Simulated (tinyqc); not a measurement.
Worked calculation: G0W0 on RHF in the sto-6g basis, for BeH2, spin multiplicity 1. One step of it, computed by the program tinyqc.

Task: Integrals over molecular orbitals. (pq|rs) = sum C_ip C_jq C_kr C_ls (ij|kl), one index at a time.

coefficients C:
```
,MO1,MO2,MO3,MO4,MO5,MO6,MO7
1Be 1s,0.994661,-0.209138,0.000000,0.000000,0.000000,-0.211199,0.000000
1Be 2s,0.021369,0.567719,0.000000,0.000000,0.000000,1.165545,0.000000
1Be 2px,0.000000,0.000000,0.000000,0.993591,-0.113033,0.000000,0.000000
1Be 2py,0.000000,0.000000,0.498427,0.000000,0.000000,0.000000,1.362825
1Be 2pz,0.000000,0.000000,0.000000,0.113033,0.993591,0.000000,0.000000
2H 1s,-0.002290,0.397049,0.414948,0.000000,0.000000,-0.781836,-0.955591
3H 1s,-0.002290,0.397049,-0.414948,0.000000,0.000000,-0.781836,0.955591
```

core Hamiltonian H = T + V (hartree):
```
,1Be 1s,1Be 2s,1Be 2px,1Be 2py,1Be 2pz,2H 1s,3H 1s
1Be 1s,-8.696644,-2.049336,0.000000,0.000000,0.000000,-0.501755,-0.501755
1Be 2s,-2.049336,-2.790356,0.000000,0.000000,0.000000,-1.187045,-1.187045
1Be 2px,0.000000,0.000000,-2.277055,0.000000,0.000000,0.000000,0.000000
1Be 2py,0.000000,0.000000,0.000000,-2.493242,0.000000,-1.254153,1.254153
1Be 2pz,0.000000,0.000000,0.000000,0.000000,-2.277055,0.000000,0.000000
2H 1s,-0.501755,-1.187045,0.000000,-1.254153,0.000000,-2.151175,-0.104522
3H 1s,-0.501755,-1.187045,0.000000,1.254153,0.000000,-0.104522,-2.151175
```

Two-electron integrals (ij|kl) in chemists' order, unique and non-zero (hartree):
```
i,j,k,l,(ij|kl)
1,1,1,1,2.299996
2,1,1,1,0.361879
2,1,2,1,0.071926
2,2,1,1,0.570332
2,2,2,1,0.139654
2,2,2,2,0.417773
3,1,3,1,0.015252
3,2,3,1,0.022555
3,2,3,2,0.092340
3,3,1,1,0.570332
3,3,2,1,0.139654
3,3,2,2,0.417773
3,3,3,3,0.450117
4,1,4,1,0.015252
4,2,4,1,0.022555
4,2,4,2,0.092340
4,3,4,3,0.024258
4,4,1,1,0.570332
4,4,2,1,0.139654
4,4,2,2,0.417773
4,4,3,3,0.401601
4,4,4,4,0.450117
5,1,5,1,0.015252
5,2,5,1,0.022555
5,2,5,2,0.092340
5,3,5,3,0.024258
5,4,5,4,0.024258
5,5,1,1,0.570332
5,5,2,1,0.139654
5,5,2,2,0.417773
5,5,3,3,0.401601
5,5,4,4,0.401601
5,5,5,5,0.450117
6,1,1,1,0.090299
6,1,2,1,0.017419
6,1,2,2,0.033647
6,1,3,3,0.033370
6,1,4,1,0.001721
6,1,4,2,0.003325
6,1,4,4,0.034202
6,1,5,5,0.033370
6,1,6,1,0.004461
6,2,1,1,0.206684
6,2,2,1,0.051352
6,2,2,2,0.166030
6,2,3,3,0.159891
6,2,4,1,0.007178
6,2,4,2,0.041447
6,2,4,4,0.178309
6,2,5,5,0.159891
6,2,6,1,0.013722
6,2,6,2,0.096505
6,3,3,1,0.005080
6,3,3,2,0.022801
6,3,4,3,0.007287
6,3,6,3,0.009122
6,4,1,1,0.218942
6,4,2,1,0.055112
6,4,2,2,0.186300
6,4,3,3,0.175363
6,4,4,1,0.011648
6,4,4,2,0.064716
6,4,4,4,0.208174
6,4,5,5,0.175363
6,4,6,1,0.015485
6,4,6,2,0.123438
6,4,6,4,0.163417
6,5,5,1,0.005080
6,5,5,2,0.022801
6,5,5,4,0.007287
6,5,6,5,0.009122
6,6,1,1,0.372693
6,6,2,1,0.094515
6,6,2,2,0.340370
6,6,3,3,0.315767
6,6,4,1,0.015903
6,6,4,2,0.116660
6,6,4,4,0.389575
6,6,5,5,0.315767
6,6,6,1,0.026196
6,6,6,2,0.249096
6,6,6,4,0.338769
6,6,6,6,0.774999
7,1,1,1,0.090299
7,1,2,1,0.017419
7,1,2,2,0.033647
7,1,3,3,0.033370
7,1,4,1,-0.001721
7,1,4,2,-0.003325
7,1,4,4,0.034202
7,1,5,5,0.033370
7,1,6,1,0.004040
7,1,6,2,0.011373
7,1,6,4,0.011706
7,1,6,6,0.020594
7,1,7,1,0.004461
7,2,1,1,0.206684
7,2,2,1,0.051352
7,2,2,2,0.166030
7,2,3,3,0.159891
7,2,4,1,-0.007178
7,2,4,2,-0.041447
7,2,4,4,0.178309
7,2,5,5,0.159891
7,2,6,1,0.011373
7,2,6,2,0.051209
7,2,6,4,0.052089
7,2,6,6,0.097787
7,2,7,1,0.013722
7,2,7,2,0.096505
7,3,3,1,0.005080
7,3,3,2,0.022801
7,3,4,3,-0.007287
7,3,6,3,0.003876
7,3,7,3,0.009122
7,4,1,1,-0.218942
7,4,2,1,-0.055112
7,4,2,2,-0.186300
7,4,3,3,-0.175363
7,4,4,1,0.011648
7,4,4,2,0.064716
7,4,4,4,-0.208174
7,4,5,5,-0.175363
7,4,6,1,-0.011706
7,4,6,2,-0.052089
7,4,6,4,-0.050679
7,4,6,6,-0.097651
7,4,7,1,-0.015485
7,4,7,2,-0.123438
7,4,7,4,0.163417
7,5,5,1,0.005080
7,5,5,2,0.022801
7,5,5,4,-0.007287
7,5,6,5,0.003876
7,5,7,5,0.009122
7,6,1,1,0.017601
7,6,2,1,0.004253
7,6,2,2,0.012599
7,6,3,3,0.012357
7,6,4,4,0.013084
7,6,5,5,0.012357
7,6,6,1,0.001032
7,6,6,2,0.005244
7,6,6,4,0.006035
7,6,6,6,0.011361
7,6,7,1,0.001032
7,6,7,2,0.005244
7,6,7,4,-0.006035
7,6,7,6,0.000389
7,7,1,1,0.372693
7,7,2,1,0.094515
7,7,2,2,0.340370
7,7,3,3,0.315767
7,7,4,1,-0.015903
7,7,4,2,-0.116660
7,7,4,4,0.389575
7,7,5,5,0.315767
7,7,6,1,0.020594
7,7,6,2,0.097787
7,7,6,4,0.097651
7,7,6,6,0.187620
7,7,7,1,0.026196
7,7,7,2,0.249096
7,7,7,4,-0.338769
7,7,7,6,0.011361
7,7,7,7,0.774999
```

Give: one-electron integrals over orbitals h = C^T H C; Two-electron integrals over orbitals.

Result:

one-electron integrals over orbitals h = C^T H C (hartree):
```
,1,2,3,4,5,6,7
1,-8.688,0.217,0.000,0.000,0.000,0.209,0.000
2,0.217,-2.408,0.000,0.000,0.000,-0.210,0.000
3,0.000,0.000,-2.362,0.000,0.000,0.000,-0.294
4,0.000,0.000,0.000,-2.277,0.000,0.000,0.000
5,0.000,0.000,0.000,0.000,-2.277,0.000,0.000
6,0.209,-0.210,0.000,0.000,0.000,-1.932,0.000
7,0.000,0.000,-0.294,0.000,0.000,0.000,-1.835
```

Two-electron integrals over orbitals (pq|rs), unique and non-zero (hartree):
```
p,q,r,s,(pq|rs)
1,1,1,1,2.281
2,1,1,1,-0.194
2,1,2,1,0.026
2,2,1,1,0.478
2,2,2,1,-0.006
2,2,2,2,0.390
3,1,3,1,0.006
3,2,3,1,0.013
3,2,3,2,0.164
3,3,1,1,0.445
3,3,2,1,-2.30e-03
3,3,2,2,0.403
3,3,3,3,0.426
4,1,4,1,0.016
4,2,4,1,0.015
4,2,4,2,0.048
4,3,4,3,0.014
4,4,1,1,0.570
4,4,2,1,-0.007
4,4,2,2,0.363
4,4,3,3,0.349
4,4,4,4,0.450
5,1,5,1,0.016
5,2,5,1,0.015
5,2,5,2,0.048
5,3,5,3,0.014
5,4,5,4,0.024
5,5,1,1,0.570
5,5,2,1,-0.007
5,5,2,2,0.363
5,5,3,3,0.349
5,5,4,4,0.402
5,5,5,5,0.450
6,1,1,1,-0.197
6,1,2,1,0.027
6,1,2,2,-0.007
6,1,3,3,-3.47e-03
6,1,4,4,-0.005
6,1,5,5,-0.005
6,1,6,1,0.028
6,2,1,1,0.127
6,2,2,1,-0.007
6,2,2,2,-0.021
6,2,3,3,-0.045
6,2,4,4,0.058
6,2,5,5,0.058
6,2,6,1,-0.005
6,2,6,2,0.080
6,3,3,1,-1.53e-03
6,3,3,2,-0.093
6,3,6,3,0.084
6,4,4,1,0.016
6,4,4,2,0.047
6,4,6,4,0.051
6,5,5,1,0.016
6,5,5,2,0.047
6,5,6,5,0.051
6,6,1,1,0.482
6,6,2,1,-0.007
6,6,2,2,0.391
6,6,3,3,0.401
6,6,4,4,0.365
6,6,5,5,0.365
6,6,6,1,-0.007
6,6,6,2,-0.030
6,6,6,6,0.406
7,1,3,1,0.011
7,1,3,2,0.019
7,1,6,3,-9.12e-04
7,1,7,1,0.021
7,2,3,1,3.93e-03
7,2,3,2,-0.044
7,2,6,3,0.062
7,2,7,1,0.008
7,2,7,2,0.058
7,3,1,1,0.145
7,3,2,1,-4.45e-03
7,3,2,2,-4.10e-03
7,3,3,3,-0.020
7,3,4,4,0.063
7,3,5,5,0.063
7,3,6,1,-3.46e-03
7,3,6,2,0.076
7,3,6,6,-0.022
7,3,7,3,0.085
7,4,4,3,0.014
7,4,7,4,0.017
7,5,5,3,0.014
7,5,7,5,0.017
7,6,3,1,0.011
7,6,3,2,0.142
7,6,6,3,-0.093
7,6,7,1,0.017
7,6,7,2,-0.053
7,6,7,6,0.139
7,7,1,1,0.567
7,7,2,1,-0.008
7,7,2,2,0.419
7,7,3,3,0.437
7,7,4,4,0.387
7,7,5,5,0.387
7,7,6,1,-0.008
7,7,6,2,-0.030
7,7,6,6,0.428
7,7,7,3,-0.006
7,7,7,7,0.477
```
